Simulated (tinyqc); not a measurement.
# Formation energy of a charged point defect from supercell energies, step by step

A worked calculation. Computed by tinyqc, a small Python program that keeps every step. Command: `OMP_NUM_THREADS=1 python tinyqc.py 3003724 3003725 out.jsonl formation walk`. One thread of a shared host (Intel(R) Xeon(R) Processor @ 2.30GHz), about 0.01 s of CPU time with the checks. Intermediate numbers are printed to about 6 digits and carried at full precision; extremes and crossings named in words are read from the listed rows.

The host is a compound AB. Making the defect adds n_A = 1, n_B = -1 atoms to the cell. All total energies are inputs. E_F is counted from the valence-band maximum (VBM); x = 0 is A-rich and x = 1 B-rich growth.

Inputs (values chosen for the exercise, with gap and screening modelled on GaN):
```
quantity,value,unit
gap E_g,3.43,eV
E_VBM of the host cell,4.397,eV
potential alignment dV,-0.024,eV
dielectric constant eps,9.35,-
cell length L,19.6,angstrom
mu_A of the pure element,-2.334,eV
mu_B of the pure element,-5.523,eV
formation enthalpy dH of AB,-2.73,eV
growth condition x,0.17,-
Fermi level E_F,2.97,eV
temperature T,800,K
site density N_s,4.4e+22,cm^-3
```

Defect: A on a B site. Supercell lattice: bcc.

charge states q: [2, 1, 0, -1, -2]

E(defect, q) - E(host), in the order of q (eV): [-5.635, 0.206, 6.885, 13.481, 20.329]

Constants: e^2/(4 pi eps_0) = 14.39964548 eV angstrom; k_B = 8.617333262e-05 eV/K.

## Chemical potentials

dmu_A = x dH and dmu_B = (1 - x) dH, so that dmu_A + dmu_B = dH; mu = mu(element) + dmu. The reservoir term is sum n_i mu_i.

dmu_A = -0.4641 eV

dmu_B = -2.2659 eV

sum n_i mu_i = 4.9908 eV

## Image-charge corrections

Image-charge correction of a point charge in a neutralising background: E_corr = q^2 alpha e^2/(4 pi eps_0) / (2 eps L), alpha = 2.888462 for a bcc array with L the cube root of the volume.

E_corr (eV): (q=+2) 0.453922, (q=+1) 0.113480, (q=0) 0.000000, (q=-1) 0.113480, (q=-2) 0.453922

## Formation energies at E_F = 0

E_f(q, E_F) = [E(defect, q) - E(host)] - sum n_i mu_i + q (E_VBM + dV + E_F) + E_corr(q).

E_f(q, 0) (eV): (q=+2) -1.42588, (q=+1) -0.29832, (q=0) 1.89420, (q=-1) 4.23068, (q=-2) 7.04612

Caution: E_f at E_F = 0 is negative for at least one charge state, so in equilibrium E_F cannot reach the valence-band maximum.

## Transition levels and the lower envelope

eps(q/q') = [E_f(q', 0) - E_f(q, 0)]/(q - q'). U of state q is eps(q/q-1) - eps(q+1/q). The stable state at each E_F is the lowest line E_f(q, 0) + q E_F.

One-electron levels above the VBM (eV):
```
level,energy,U of the state between this level and the next
(+2/+1),1.12756,1.06496
(+1/0),2.19252,0.14396
(0/-1),2.33648,0.47896
(-1/-2),2.81544,-
```

Stable states:
```
q,from E_F (eV),to E_F (eV)
+2,0.00000,1.12756
+1,1.12756,2.19252
0,2.19252,2.33648
-1,2.33648,2.81544
-2,2.81544,3.43000
```

Stable in the gap, from the VBM up: +2, +1, 0, -1, -2.

## The first and the last level

eps(q/q-1) = E_f(q - 1, 0) - E_f(q, 0).

level (+2/+1) = 1.12756 eV

level (-1/-2) = 2.81544 eV

## Concentrations at the given E_F and T

E_f(q, E_F) = E_f(q, 0) + q E_F. c_q = N_s exp(-E_f(q, E_F)/k_B T), with all degeneracy factors one and no vibrational entropy.

Charge states:
```
q,E_f (eV),c_q (cm^-3),share
+2,4.51412,1.60597e-06,3.06682e-22
+1,2.67168,6.49542e+05,1.24038e-10
0,1.89420,5.13473e+10,9.80544e-06
-1,1.26068,5.02940e+14,9.60429e-02
-2,1.10612,4.73362e+15,9.03947e-01
```

lowest formation energy = 1.10612 eV

total concentration = 5.23662e+15 cm^-3

mean charge = -1.90394 e

State -2 holds 90.4 % of the defects.

## Fermi level and growth conditions

Each entry is the lowest E_f over q.

Lowest formation energy (eV):
```
E_F (eV),stable q,"A-rich, x = 0",x = 0.5,"B-rich, x = 1"
0.000,+2,-2.35408,0.37592,3.10592
0.429,+2,-1.49608,1.23392,3.96392
0.858,+2,-0.63808,2.09192,4.82192
1.286,+1,0.05948,2.78948,5.51948
1.715,+1,0.48848,3.21848,5.94848
2.144,+1,0.91748,3.64748,6.37748
2.573,-1,0.72948,3.45948,6.18948
3.001,-2,0.11592,2.84592,5.57592
3.430,-2,-0.74208,1.98792,4.71792
```

Going from A-rich to B-rich growth shifts every line by +5.460 eV and moves no transition level. The slope of the envelope is the stable charge, so E_f is highest at E_F = 2.14 eV of those listed, and it falls on both sides: the defect is amphoteric and compensates either doping. Under A-rich growth E_f turns negative for part of the gap, so in equilibrium E_F cannot enter that part.

## What the corrections do to the levels

Levels eps(q/q-1) with the terms q dV and E_corr left out or kept.

Levels above the VBM (eV):
```
level,raw,with alignment,with image charge,with both
(+2/+1),1.44400,1.46800,1.10356,1.12756
(+1/0),2.28200,2.30600,2.16852,2.19252
(0/-1),2.19900,2.22300,2.31248,2.33648
(-1/-2),2.45100,2.47500,2.79144,2.81544
```

Alignment moves every level by -dV = +0.024 eV. The image term moves eps(q/q-1) by (1 - 2q) E_corr(1): (+2/+1) by -0.340, (+1/0) by -0.113, (0/-1) by +0.113, (-1/-2) by +0.340 eV, donor levels down and acceptor levels up. It adds 2 E_corr(1) = 0.227 eV to every U, which turns an apparent negative U of the raw energies into a positive one.

Checks made by the program: envelope against a direct minimum on a grid (relative difference below 1e-10).
